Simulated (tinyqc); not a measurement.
Size of the test strain: deformation potentials from a strained empirical pseudopotential.

Diamond lattice, no spin-orbit coupling. Atomic form factor V(q) = a1 (q^2 - a2)/(a3 exp(a4 q^2) - 1) in rydberg with q in 1/bohr, for the unstrained cell. Under a strain e the reciprocal vectors and k go over into (1 + e)^(-1) G, the atoms sit at +/- tau with tau = (1 + e) a (1,1,1)/8 - zeta a (eyz, ezx, exy)/4, and H(G,G') = c |k + G|^2 delta + (V(q)/det(1 + e)) cos(q.tau), q = G - G', with the term q = 0 left out; c = hbar^2/2m0. The basis is fixed before straining: all G with |k + G|^2 up to 16 (2 pi/a)^2. k is given in units of 2 pi/a of the unstrained cell.

Constants: hbar^2/2m0 = 3.80998211 eV angstrom^2; Ry = 13.60569312 eV; a0 (Bohr radius) = 0.5291772105 angstrom.

Inputs chosen for the exercise (out of a larger set: a germanium-sized cell with gaps well above those of Ge; not measured data):
- a = 5.666 angstrom (lattice constant)
- A = (0.4, 2.398, 2.05, 0.452) (a1 (Ry bohr^2), a2 (1/bohr^2), a3, a4 (bohr^2))
- kD = 0.82 2 pi/a (position of the Delta minimum)

e = diag(-h/2, -h/2, h). Xu = [E(Delta z) - E(Delta x)]/(1.5 h) at fixed kD, b = [E(Z) - E(X, Y)]/(4.5 h); one-sided from +h alone, central from +h and -h.

Results (eV):
```
h       Xu one-sided  Xu central  b one-sided  b central
0.0010         7.771       7.774       -2.989     -2.985
0.0025         7.766       7.774       -2.993     -2.985
0.0050         7.759       7.774       -3.002     -2.985
0.0100         7.744       7.775       -3.018     -2.985
0.0200         7.716       7.778       -3.051     -2.986
0.0300         7.690       7.783       -3.084     -2.986
```

From h = 0.001 to 0.03 the one-sided Xu drifts by -0.080 eV and the central one by +0.009 eV; for b the drifts are -0.095 and -0.001 eV. The central difference cancels the term of second order in the strain, so its error goes as h^2. At h = 0.02 the linear law errs by 0.7 % for the valley splitting and 2.2 % for the valence splitting.

(tinyqc, `OMP_NUM_THREADS=1 python tinyqc.py 1850544 1850545 out.jsonl`, Intel(R) Xeon(R) Processor @ 2.30GHz, 1 thread, shared host, about 0.2 s.)
